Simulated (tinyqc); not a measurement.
Chemical-mechanical planarisation: Preston law, pattern density and step-height reduction: one step, computed by the program tinyqc.

A row of 8 cells, repeated periodically, holds raised features that cover a share rho of each cell.

Question. Blanket rate. With equal rotation speeds the relative speed is uniform, v = omega r_c; Preston rate R0 = K P v.

Inputs (values chosen for the exercise, close to those used for oxide polishing):

| quantity | value | unit |
|---|---|---|
| Preston coefficient K | 8.7e-14 | 1/Pa |
| pressure P | 22 | kPa |
| platen and carrier speed | 60 | rpm |
| distance between the centres | 15 | cm |

Give: relative speed v; blanket rate R0.

Answer.

relative speed v = 0.94248 m/s

blanket rate R0 = 1.8039 nm/s
